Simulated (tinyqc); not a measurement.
## Illuminated p-n diode, drift-diffusion by the Gummel loop with Scharfetter-Gummel fluxes: Solar-cell figures against the acceptor density of the p side

Abrupt junction at x = 0, p side from -Lp, n side to Ln, ohmic contacts. psi is counted from the intrinsic level; n = ni exp((psi - phin)/Vt), p = ni exp((phip - psi)/Vt). Contacts: p side psi = V - Vt ln(Na/ni), p = Na, n = ni^2/Na; n side psi = Vt ln(Nd/ni), n = Nd, p = ni^2/Nd. Constant mobilities, D = mu Vt, Boltzmann statistics, SRH recombination through a mid-gap level, U = (n p - ni^2)/(tp (n + ni) + tn (p + ni)). Current is positive from the p contact to the n contact.

ni = sqrt(Nc Nv) exp(-Eg/(2 Vt)), Eg in volts. Poisson and both continuity equations are solved self-consistently with Scharfetter-Gummel fluxes on a graded mesh of 500 nodes. Jsc = -J(0), collected share Jsc/(q G (Lp + Ln)), estimate q G [W + Le tanh(wp/2 Le) + Lh tanh(wn/2 Lh)] at V = 0 with Le = sqrt(Dn tn), Lh = sqrt(Dp tp), W, wp = Lp - xp and wn = Ln - xn from the depletion approximation; J(Voc) = 0; Vmp maximises -J V; FF = Pmax/(Jsc Voc).

Values chosen for this exercise; band and dielectric values those of a made-up semiconductor:

| symbol | value | unit | meaning |
|---|---|---|---|
| T | 275 | K | temperature |
| Eg | 1.52 | eV | band gap |
| eps_r | 12.8 |  | relative permittivity |
| Nc | 8.43e17 | cm^-3 | conduction-band density of states at T |
| Nv | 1.33e19 | cm^-3 | valence-band density of states at T |
| Nd | 6.1e16 | cm^-3 | donor density of the n side |
| mun | 460 | cm^2/(V s) | electron mobility |
| mup | 50 | cm^2/(V s) | hole mobility |
| tn | 2e-9 | s | SRH lifetime of electrons |
| tp | 1e-9 | s | SRH lifetime of holes |
| Lp | 0.75 | um | length of the p side |
| Ln | 1 | um | length of the n side |
| G | 2e20 | cm^-3 s^-1 | uniform generation rate |

Constants: q = 1.602176634e-19 C, kB = 1.380649e-23 J/K, Vt = kB T/q, eps0 = 8.8541878128e-14 F/cm where lengths are in cm. Results are converted to the units shown.

Solar-cell figures against the acceptor density of the p side:

| Na (cm^-3) | Jsc (mA/cm^2) | collected share (%) | estimate of Jsc (mA/cm^2) | Voc (V) | Vmp (V) | FF | Pmax (mW/cm^2) |
|---|---|---|---|---|---|---|---|
| 4.3e16 | 2.73 | 48.7 | 2.75 | 0.953 | 0.822 | 0.755 | 1.96 |
| 1e17 | 2.68 | 47.8 | 2.70 | 0.962 | 0.830 | 0.760 | 1.96 |
| 2.4e17 | 2.66 | 47.4 | 2.68 | 0.964 | 0.830 | 0.762 | 1.95 |
| 5.5e17 | 2.65 | 47.3 | 2.67 | 0.965 | 0.831 | 0.763 | 1.95 |
| 1.3e18 | 2.65 | 47.3 | 2.67 | 0.965 | 0.831 | 0.764 | 1.96 |

As Na rises from 4.3e16 to 1.3e18, the collected share falls from 48.7 to 47.3 %, Voc rises from 0.953 to 0.965 V and FF rises from 0.755 to 0.764. The estimate of Jsc is within 0.89 % in all rows.

Program tinyqc, `OMP_NUM_THREADS=1 python tinyqc.py 2240027 2240028 out.jsonl`; Intel Xeon 2.30GHz, shared host, one thread, about 0.8 s.
